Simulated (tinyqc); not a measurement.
## Gate work function from the charge

Inverse problem. For an undoped double gate, Q = 8 eps0 eps_r Vt beta tan(beta)/ts with 0 < beta < pi/2, and at the source (Vg - dphi)/(2 Vt) - ln[(2/ts) sqrt(2 eps0 eps_r Vt/(q ni))] = ln(beta) - ln(cos beta) + 2 r beta tan(beta), r = eps_r tox/(eox ts). Find beta and dphi.

Inputs (values chosen for the exercise); material values close to those of silicon:
- T = 400 K (temperature)
- eps_r = 11.5 (relative permittivity of the semiconductor)
- eox = 8.75 (relative permittivity of the gate insulator)
- tox = 2.6 nm (insulator thickness)
- ts = 5 nm (body thickness)
- Vg = 0.6 V (gate voltage)

Constants: q = 1.602176634e-19 C, kB = 1.380649e-23 J/K, Vt = kB T/q, eps0 = 8.8541878128e-14 F/cm where lengths are in cm. Results are converted to the units shown.

Qs = 275.87166 nC/cm^2
ni = 4.9880315e12 cm^-3

Answer. beta tan(beta) rises from 0 without bound on the interval, so the charge fixes beta; the second relation is then explicit in dphi.

beta = 0.6484
dphi = 0.08000 V

Computed by the program tinyqc: `OMP_NUM_THREADS=1 python tinyqc.py 2440010 2440011 out.jsonl`, one thread of a shared Intel Xeon 2.30GHz, about 0.01 s for the whole run.
